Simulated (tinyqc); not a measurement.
From results back to parameters: two-level Kane dispersion of a narrow-gap semiconductor. Three cases, with inputs chosen for the exercise.

Problem. In the two-level Kane model E = Eg/2 + sqrt(Eg^2/4 + (2/3) Ep c k^2), c = hbar^2/2m0, and the momentum mass is m(k) = (3/(2 Ep)) sqrt(Eg^2 + (8/3) Ep c k^2). It is given at the Fermi wave vectors kF = (3 pi^2 n)^(1/3) of two densities (1 cm^-3 = 1e-24 angstrom^-3).

Constants: hbar^2/2m0 = 3.80998211 eV angstrom^2.

Case 1.

Values chosen (out of a larger set: near those of HgTe; not measured data): n12 = (1.9e+16, 2e+18) cm^-3 (two densities).

masses at the two densities (m0): 0.02572523  0.04906837

Case 2.

Values chosen (out of a larger set: near those of grey Sn; not measured data): n12 = (2.1e+15, 9.9e+17) cm^-3 (two densities).

masses at the two densities (m0): 0.02729266  0.04062708

Case 3.

Values chosen (out of a larger set: near those of InSb; not measured data): n12 = (1.2e+15, 6.9e+17) cm^-3 (two densities).

masses at the two densities (m0): 0.01430204  0.03010123

Find: kF^2; Ep; edge mass; |Eg|.

Solution.

Case 1.

kF^2 (1/angstrom^2): 6.8147e-05  0.0015193

Ep = 19.0 eV
edge mass = 0.02408 m0
|Eg| = 0.305 eV

m^2 = m0*^2 + (6 c/Ep) kF^2 is a straight line in kF^2: the slope gives Ep, the intercept the edge mass, and |Eg| = (2/3) Ep m0*. The sign of Eg does not enter. For Eg < 0 the edge mass does not depend on Dso, which enters only as EF nears it.

Case 2.

kF^2 (1/angstrom^2): 1.5695e-05  0.00095069

Ep = 23.6 eV
edge mass = 0.02701 m0
|Eg| = 0.425 eV

m^2 = m0*^2 + (6 c/Ep) kF^2 is a straight line in kF^2: the slope gives Ep, the intercept the edge mass, and |Eg| = (2/3) Ep m0*. The sign of Eg does not enter. For Eg < 0 the edge mass does not depend on Dso, which enters only as EF nears it.

Case 3.

kF^2 (1/angstrom^2): 1.0808e-05  0.00074733

Ep = 24.0 eV
edge mass = 0.01394 m0
|Eg| = 0.223 eV

m^2 = m0*^2 + (6 c/Ep) kF^2 is a straight line in kF^2: the slope gives Ep, the intercept the edge mass, and |Eg| = (2/3) Ep m0*. The sign of Eg does not enter. The two-level form takes Dso as infinite, which overstates the mass where Dso is not large against Eg.

Computed by tinyqc, one run a case: `OMP_NUM_THREADS=1 python tinyqc.py N N+1 out.jsonl` with N = 1080003, 1080035, 1080099; one thread of a shared Intel(R) Xeon(R) Processor @ 2.30GHz, about 0.01 s a run at most.
